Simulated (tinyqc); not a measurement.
Inside a calculation. Model: resistance of a source-drain extension with a graded tip.

Computed by the program tinyqc: `OMP_NUM_THREADS=1 python tinyqc.py 2282260 2282261 out.jsonl`, one thread of a shared Intel Xeon 2.30GHz, about 0.03 s for the whole run. Printed values are rounded.

y runs along the channel, the gate covers y > 0. The doping is N0 for y < y0 and N0 10^(-(y - y0)/la) beyond, uniform over the depth xj. Sheet conductance s(y) = q mu(N) max(N - Nch, 0) xj + (for y > 0) ma Cox Vo, with mu(N) = u0 + (u1 - u0)/(1 + (N/Nr)^au) and Cox = eps0 eox/tox. Current is taken as one-dimensional; depletion of the tip, spreading and the contact are left out. The metallurgical junction lies at yj, where N = Nch.

Parameters, values chosen for the exercise; mobility law close to that of electrons in silicon:

| symbol | value | unit | meaning |
|---|---|---|---|
| eox | 21.5 |  | relative permittivity of the gate insulator (close to hafnium oxide) |
| tox | 7.5 | nm | insulator thickness |
| N0 | 9.8e19 | cm^-3 | active doping of the extension far from the gate |
| la | 6.5 | nm/decade | lateral abruptness |
| y0 | 4.9 | nm | position under the gate where the fall begins (gate edge at 0) |
| xj | 12 | nm | depth of the extension |
| Nch | 3.5e18 | cm^-3 | channel doping |
| Vo | 0.37 | V | gate overdrive |
| ma | 150 | cm^2/(V s) | mobility of the gate-induced layer |
| u1 | 1414 | cm^2/(V s) | mobility at low doping |
| u0 | 68.5 | cm^2/(V s) | mobility at high doping |
| Nr | 9.2e16 | cm^-3 | reference doping |
| au | 0.711 |  | exponent |
| Lg | 90 | nm | gate length |

Constants: q = 1.602176634e-19 C, eps0 = 8.8541878128e-14 F/cm where lengths are in cm. Results are converted to the units shown.

## Sheet resistances and junction position

yj = y0 + la log10(N0/Nch); sheet resistance of the full extension 1/[q mu(N0)(N0 - Nch) xj] and of the gate-induced layer 1/(ma Cox Vo); metallurgical length Lg - 2 yj; ye is where the doped and the gate-induced conductances are equal.

yj = 14.3065 nm
sheet resistance of the extension = 706.504 ohm/square
sheet resistance of the induced layer = 7098.74 ohm/square
metallurgical length = 61.3869 nm
ye = 11.3843 nm
N at ye = 9.85450e18 cm^-3

The gate takes over 2.92 nm before the junction, where N is still 2.82 times the channel doping.

## Resistance of the overlapped part

Midpoint rule on 8 equal steps from 0 to yj: R_ov = sum h/s(y), per width.

```
point	y (nm)	N (cm^-3)	doped conductance (uS)	sheet resistance (ohm/square)
0	0.894158	9.8e19	1415.42	642.554
1	2.68247	9.8e19	1415.42	642.554
2	4.47079	9.8e19	1415.42	642.554
3	6.25911	6.05526e19	896.229	964.228
4	8.04742	3.21372e19	490.590	1583.63
5	9.83574	1.70562e19	262.061	2481.82
6	11.6241	9.05225e18	126.080	3746.02
7	13.4124	4.80431e18	36.2953	5644.44
```

R_ov = 29.235 ohm um

The exact integral is 29.480 ohm um; the coarse sum is 0.83 % below it.
